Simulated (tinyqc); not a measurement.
# Charge centroid from charge and shift

Inverse problem. A sheet of N electrons in the storage layer of a charge-trap cell shifts the threshold by U = (q/eps0) N (tb/eb + xc tn/en). Find xc and the distance xc tn from the blocking layer.

Parameters, values chosen for the exercise:

| symbol | value | unit | meaning |
|---|---|---|---|
| tn | 5.7 | nm | storage layer |
| en | 7.4 |  | its relative permittivity |
| tb | 9.3 | nm | blocking layer |
| eb | 9 |  | its relative permittivity |

Constants: q = 1.602176634e-19 C, eps0 = 8.8541878128e-14 F/cm where lengths are in cm. Results are converted to the units shown.

N = 4e12 cm^-2
U = 1.1103236 V

Solution. U eps0/(q N) is the electrical distance from the gate; subtract that of the blocking layer.

xc = 0.6500
distance = 3.705 nm

Computed by the program tinyqc: `OMP_NUM_THREADS=1 python tinyqc.py 2130027 2130028 out.jsonl`, one thread of a shared Intel Xeon 2.30GHz, about 0.07 s for the whole run.
